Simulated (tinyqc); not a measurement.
Plane-wave Kohn-Sham cycle with exchange-only LDA in a layered model solid, step by step. Computed by tinyqc, a small Python program that keeps every step. Settings: points = 16, plane-wave index or count = 2, electrons = 2, k points = 3, area = 21.0, mixing = 1.0, iteration cap = 62, Kerker q0 = 1.12. Command: `OMP_NUM_THREADS=1 python tinyqc.py 22897 22898 out.jsonl` (the two numbers bound the seeds that draw the settings). One thread of a shared host (Intel(R) Xeon(R) Processor @ 2.60GHz), about 0.03 s of CPU time with the checks. Later iterations appear only in the table of the cycle.

## Iteration 1: potential

A solid whose potential varies along x alone (atomic units):
```
parameter                      value
period a                   15.900000
cross-section of the cell  21.000000
electrons per cell                 2
grid points                       16
plane waves -n..n, n               2
k points                           3
V1 in V1 cos(2 pi x/a)     -0.250000
V2 in V2 cos(4 pi x/a)      0.110000
```

density at the start, on the grid x_j = j a/N (e/bohr^3): [0.005990, 0.005990, 0.005990, 0.005990, 0.005990, 0.005990, 0.005990, 0.005990, 0.005990, 0.005990, 0.005990, 0.005990, 0.005990, 0.005990, 0.005990, 0.005990]

V_H(G) = 4 pi rho(G)/G^2 for G != 0 (uniform background); v_x = -(3 rho/pi)^(1/3); V = V_ext + V_H + v_x; Fourier components f(G_m) = (1/N) sum_j f(x_j) exp(-i G_m x_j).

Potentials on the grid (hartree):
```
x          V_ext     V_H      v_x        V
0.0000   -0.1400  0.0000  -0.1788  -0.3188
0.9938   -0.1532  0.0000  -0.1788  -0.3320
1.9875   -0.1768  0.0000  -0.1788  -0.3556
2.9813   -0.1735  0.0000  -0.1788  -0.3523
3.9750   -0.1100  0.0000  -0.1788  -0.2888
4.9688    0.0179  0.0000  -0.1788  -0.1609
5.9625    0.1768  0.0000  -0.1788  -0.0021
6.9562    0.3088  0.0000  -0.1788   0.1299
7.9500    0.3600  0.0000  -0.1788   0.1812
8.9437    0.3088  0.0000  -0.1788   0.1299
9.9375    0.1768  0.0000  -0.1788  -0.0021
10.9313   0.0179  0.0000  -0.1788  -0.1609
11.9250  -0.1100  0.0000  -0.1788  -0.2888
12.9187  -0.1735  0.0000  -0.1788  -0.3523
13.9125  -0.1768  0.0000  -0.1788  -0.3556
14.9062  -0.1532  0.0000  -0.1788  -0.3320
```

V(G_m), m = 0, 1, 2, ... (hartree): [-0.1788, -0.1250, 0.0550, 0.0000, 0.0000]

## Iteration 1: Hamiltonian at one k

k = 0.0000 2 pi / a

H(m,m') = (k + G_m)^2/2 delta + V(G_m - G_m'), with V(-G) = V(G).

H (hartree), order -2, -1, +0, +1, +2:
$$\begin{pmatrix}
0.1335 & -0.1250 & 0.0550 & 0.0000 & 0.0000 \\
-0.1250 & -0.1008 & -0.1250 & 0.0550 & 0.0000 \\
0.0550 & -0.1250 & -0.1788 & -0.1250 & 0.0550 \\
0.0000 & 0.0550 & -0.1250 & -0.1008 & -0.1250 \\
0.0000 & 0.0000 & 0.0550 & -0.1250 & 0.1335
\end{pmatrix}$$

## Iteration 1: levels at that k

Diagonalise the Hermitian matrix.

eigenvalues (hartree): [-0.3013, -0.2023, -0.0447, 0.1800, 0.2549]

## Iteration 1: new density

Motion across x is left out: the lowest 1 band(s) hold two electrons at each of the k points (j + 1/2)/nk - 1/2. Residual R = rho(out) - rho(in); rho(new) = rho(in) + 1 R, with R(G) scaled by G^2/(G^2 + 1.12^2) (Kerker). rho(out) = 2/(a A nk) sum |psi|^2 with psi = sum c exp(i G x). Harris energy E = band energy - dV sum rho (V_H/2 + v_x) + (3/4) dV sum rho v_x with rho(in), dV = a A/N, band energy = (2/nk) sum of the filled levels.

rho(out) (e/bohr^3): [0.016495, 0.015165, 0.011698, 0.007404, 0.003693, 0.001355, 0.000320, 0.000036, 0.000002, 0.000036, 0.000320, 0.001355, 0.003693, 0.007404, 0.011698, 0.015165]

density after iteration 1 (e/bohr^3): [0.007689, 0.007379, 0.006603, 0.005750, 0.005220, 0.005158, 0.005402, 0.005672, 0.005779, 0.005672, 0.005402, 0.005158, 0.005220, 0.005750, 0.006603, 0.007379]

energy per cell = -0.513118 hartree

## Iteration 2: potential

As before.

Potentials on the grid (hartree):
```
x          V_ext      V_H      v_x        V
0.0000   -0.1400   0.0882  -0.1944  -0.2461
0.9938   -0.1532   0.0780  -0.1917  -0.2669
1.9875   -0.1768   0.0510  -0.1847  -0.3105
2.9813   -0.1735   0.0166  -0.1764  -0.3333
3.9750   -0.1100  -0.0153  -0.1708  -0.2961
4.9688    0.0179  -0.0381  -0.1701  -0.1904
5.9625    0.1768  -0.0509  -0.1728  -0.0469
6.9562    0.3088  -0.0565  -0.1756   0.0767
7.9500    0.3600  -0.0579  -0.1767   0.1254
8.9437    0.3088  -0.0565  -0.1756   0.0767
9.9375    0.1768  -0.0509  -0.1728  -0.0469
10.9313   0.0179  -0.0381  -0.1701  -0.1904
11.9250  -0.1100  -0.0153  -0.1708  -0.2961
12.9187  -0.1735   0.0166  -0.1764  -0.3333
13.9125  -0.1768   0.0510  -0.1847  -0.3105
14.9062  -0.1532   0.0780  -0.1917  -0.2669
```

V(G_m), m = 0, 1, 2, ... (hartree): [-0.1785, -0.0930, 0.0589, 0.0001, 0.0001]

## Iteration 2: Hamiltonian at one k

k = 0.0000 2 pi / a

As before.

H (hartree), order -2, -1, +0, +1, +2:
$$\begin{pmatrix}
0.1338 & -0.0930 & 0.0589 & 0.0001 & 0.0001 \\
-0.0930 & -0.1004 & -0.0930 & 0.0589 & 0.0001 \\
0.0589 & -0.0930 & -0.1785 & -0.0930 & 0.0589 \\
0.0001 & 0.0589 & -0.0930 & -0.1004 & -0.0930 \\
0.0001 & 0.0001 & 0.0589 & -0.0930 & 0.1338
\end{pmatrix}$$

## Iteration 2: levels at that k

As before.

eigenvalues (hartree): [-0.2599, -0.1865, -0.0447, 0.1608, 0.2186]

## Iteration 2: new density

As before.

rho(out) (e/bohr^3): [0.013198, 0.012737, 0.011226, 0.008602, 0.005367, 0.002502, 0.000762, 0.000119, 0.000012, 0.000119, 0.000762, 0.002502, 0.005367, 0.008602, 0.011226, 0.012737]

density after iteration 2 (e/bohr^3): [0.008083, 0.007877, 0.007244, 0.006264, 0.005272, 0.004710, 0.004749, 0.005108, 0.005306, 0.005108, 0.004749, 0.004710, 0.005272, 0.006264, 0.007244, 0.007877]

energy per cell = -0.435173 hartree

## Convergence

Stop when sqrt(dV sum R^2) is below 1e-8, dV = a A/N.

Course of the cycle:
```
iteration  E (hartree)  norm of the residual
1            -0.513118              1.09e-01
2            -0.435173              7.90e-02
3            -0.393532              5.91e-02
4            -0.371873              4.53e-02
5            -0.360703              3.43e-02
6            -0.355147              2.53e-02
7            -0.352534              1.81e-02
8            -0.351371              1.27e-02
9            -0.350872              8.83e-03
10           -0.350661              6.09e-03
11           -0.350572              4.19e-03
...                ...                   ...
52           -0.373059              9.70e-02
53           -0.373060              9.70e-02
54           -0.373062              9.70e-02
55           -0.373062              9.70e-02
56           -0.373062              9.70e-02
57           -0.373061              9.70e-02
58           -0.373061              9.70e-02
59           -0.373061              9.70e-02
60           -0.373061              9.70e-02
61           -0.373061              9.70e-02
62           -0.373061              9.70e-02
```

Not converged within 62 iterations: the residual has stopped falling. Reruns (cap 100 unless said): mixing 0.1: not converged; mixing 0.5, Kerker q0 1.0: converged in 84 (E = -0.35050); mixing 0.3, Pulay depth 5: converged in 15 (E = -0.35050); the original settings with a cap of 400: not converged.
